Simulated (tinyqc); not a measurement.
From one set of inputs to another, one input at a time: global model of a low-pressure process discharge: electron temperature, density, ion flux and ion energy. Computed by tinyqc, a small Python program. Command: `OMP_NUM_THREADS=1 python tinyqc.py 3112636 3112637 out.jsonl plasma ladder`. One thread of a shared host (Intel(R) Xeon(R) Processor @ 2.30GHz), about 0.01 s of CPU time with the checks.

Maxwellian electrons with temperature T_e in eV, one positive ion, no negative ions, uniform bulk density n; rate constants have the Arrhenius form.

The inputs printed are set A. Inputs not listed in the table keep their values of set A, so the rows need not describe a real material.

Inputs (values chosen for the exercise, of the order of those of an inductive discharge in a simple atomic gas):
```
quantity,value,unit
ion mass M,40,u
ionisation prefactor K0,3.9e-14,m^3/s
ionisation energy E_iz,17.4,eV
excitation prefactor X0,9.2e-15,m^3/s
excitation energy E_ex,11.5,eV
elastic rate constant K_el,1.1e-13,m^3/s
ion-neutral cross section,7.7e-19,m^2
pressure p,0.99,Pa
gas temperature T_g,300,K
radius R,24,cm
height L,14,cm
absorbed power P,1200,W
bias power P_b,34,W
radius of the biased electrode,15,cm
bias frequency,27,MHz
```

Constants: k_B = 1.380649e-23 J/K; e = 1.602176634e-19 C; u = 1.6605390666e-27 kg; m_0 = 9.1093837015e-31 kg; eps_0 = 8.8541878128e-12 F/m.

Method:
- n_g = p/(k_B T_g); lambda_i = 1/(n_g sigma); h_L = 0.86/sqrt(3 + L/(2 lambda_i)), h_R = 0.8/sqrt(4 + R/lambda_i); A_eff = 2 pi R^2 h_L + 2 pi R L h_R; d_eff = pi R^2 L/A_eff.
- Particle balance: K0 exp(-E_iz/T_e) n_g d_eff = u_B, u_B = sqrt(e T_e/M).
- Root found by bracketing.
- E_c = E_iz + (X0 exp(-E_ex/T_e) E_ex + K_el (3 m_0/M) T_e)/K_iz; wall potential V_s = (T_e/2) ln(M/(2 pi m_0)); E_T = E_c + 2 T_e + T_e/2 + V_s; n = P/(e u_B A_eff E_T); ion current density J = e h_L n u_B; ionised share n/n_g.
- All bias power goes to ions: V_b = P_b/(J pi r^2). Debye length at the sheath edge lambda_D = sqrt(eps_0 T_e/(e h_L n)); Child-law sheath s = (sqrt2/3) lambda_D (2 V/T_e)^(3/4), V = V_b + V_s; ion transit time tau_i = 3 s sqrt(M/(2 e V)); collisions in the sheath s/lambda_i.

Each row keeps all changes above it:
```
input moved,from,to,T_e (eV),plasma density n (1/cm^3),sheath width s (mm)
set A,-,-,2.545,4.647e+11,0.160
gas temperature T_g (K),300,600,3.006,3.544e+11,0.160
radius R (cm),24,21,3.035,4.394e+11,0.135
height L (cm),14,9.5,3.281,4.272e+11,0.126
bias power P_b (W),34,400,3.281,4.272e+11,0.399
pressure p (Pa),0.99,6.8,2.116,8.537e+11,0.533
ionisation prefactor K0 (m^3/s),3.9e-14,3.2e-14,2.172,7.789e+11,0.587
absorbed power P (W),1200,470,2.172,3.051e+11,1.831
```

T_e goes from 2.55 to 2.17, a factor 0.853 in all. The largest single move comes from pressure p (a factor 0.645), and gas temperature T_g works against it (a factor 1.18). Plasma density n goes from 4.65e11 to 3.05e11, a factor 0.656 in all. The largest single move comes from absorbed power P (a factor 0.392), and pressure p works against it (a factor 2.00). Sheath width s goes from 0.160 to 1.83, a factor 11.5 in all. The largest single move comes from bias power P_b (a factor 3.17), and radius R works against it (a factor 0.840). The single moves hold for this order of the switches; the total does not depend on the order.

Caution (rows pressure p, ionisation prefactor K0, absorbed power P): at so short an ion path the formulas for h_L and h_R give way to the ambipolar-diffusion limit.

Extremes, crossings and ranges named in words are read from the listed rows.
